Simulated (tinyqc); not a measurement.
# Inductance and parasitic capacitance from two readings

Question. A loss-free coil L in parallel with C shows the apparent inductance L/(1 - w^2 L C), w = 2 pi f. Find L, C and the self-resonance 1/(2 pi sqrt(L C)).

apparent inductance at 3.8 and 6.6 GHz (nH): 6.8724997  12.685526

Solution. The inverse of the reading is 1/L - w^2 C, a straight line in w^2.

L = 5.600 nH
C = 58.00 fF
self-resonance = 8.831 GHz

Computed by the program tinyqc: `OMP_NUM_THREADS=1 python tinyqc.py 2302124 2302125 out.jsonl`, one thread of a shared Intel Xeon 2.30GHz, about 0.01 s for the whole run.
